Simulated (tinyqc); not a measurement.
Inside a calculation: donors on two lattice sites with valley-orbit split states. Values are carried at full precision from step to step, so a last printed digit may differ when a step is redone from the rounded ones.

Each donor binds at most one electron, in any of its states. For a site s, W_s = sum over its states of g exp(E/kT), and the ionised share is 1/(1 + W_s exp(eta)), eta = (EF - Ec)/kT; n = Nc F_1/2(eta); neutrality n + NA = ND x (mean ionised share, the two sites in equal numbers); holes are neglected. Nc from N = 2 (m kB T/(4 pi c))^(3/2) with c = hbar^2/2m0, in 1/angstrom^3; times 1e24 for 1/cm^3, m = md. F_j(eta) = (1/Gamma(j + 1)) integral_0^infinity x^j dx/(1 + exp(x - eta)), which tends to exp(eta) for eta << 0.

Constants: hbar^2/2m0 = 3.80998211 eV angstrom^2; kB = 8.617333262e-05 eV/K.

Values chosen for the exercise (near those of nitrogen in 4H-SiC; the results hold for these values, not for the real material):
- md = 0.821 m0 (density-of-states mass of the conduction band)
- E = (59.1, 51.6, 115.1, 74.3) meV (binding energies of h ground, h excited, k ground, k excited)
- g = (2, 4, 2, 4) (their degeneracies with spin)
- T = 350 K
- ND = 1.2e+16 1/cm^3 (donors, half on each site)
- NA = 0 1/cm^3 (compensating acceptors, all ionised)
- mu0 = 39 cm^2/(V s) (mobility at heavy doping)
- mu1 = 932 cm^2/(V s) (mobility at light doping and 300 K)
- Nr = 1.7e+17 1/cm^3 (reference doping)
- de = 0.61 (doping exponent)
- ga = 2.4 (temperature exponent)

## Partition sums of the neutral donor

Give each term g exp(E/kT), W_s, and the effective degeneracy W_s exp(-E_ground/kT).

Nc = 2.3524e+19 1/cm^3

terms: h ground 14.19, h excited 22.13, k ground 90.87, k excited 46.98

W_s: h 36.326, k 137.85

effective degeneracy: h 5.119, k 3.034

The ground state alone would give 2 and all states together 6 on each site; here the excited states hold 61 % and 34 % of the bound electrons on the h and k sites.

## Neutrality

Solve for eta.

eta = -7.622
n = 1.15e+16 1/cm^3

ionised share: h 0.983, k 0.937

n is 0.960 of ND - NA. The deeper k site is ionised 0.95 times as much as the h site.

## Mobility and resistivity

Mobility (Caughey-Thomas form): mu = mu0 + (mu1 (T/300)^(-ga) - mu0)/(1 + ((ND + NA)/Nr)^de); rho = 1/(e n mu), e = 1.602176634e-19 C.

Compare with full ionisation, n = ND - NA.

mu = 543.6 cm^2/(V s)
rho = 0.997 ohm cm
rho at full ionisation = 0.957 ohm cm

Incomplete ionisation raises rho by a factor 1.04.

## Checks

- n + NA against ND times the mean ionised share (1/cm^3): both 1.152e+16.

Run: tinyqc, `OMP_NUM_THREADS=1 python tinyqc.py 1682527 1682528 out.jsonl`; Intel(R) Xeon(R) Processor @ 2.30GHz, one thread, shared host; about 0.01 s of CPU time with all checks.
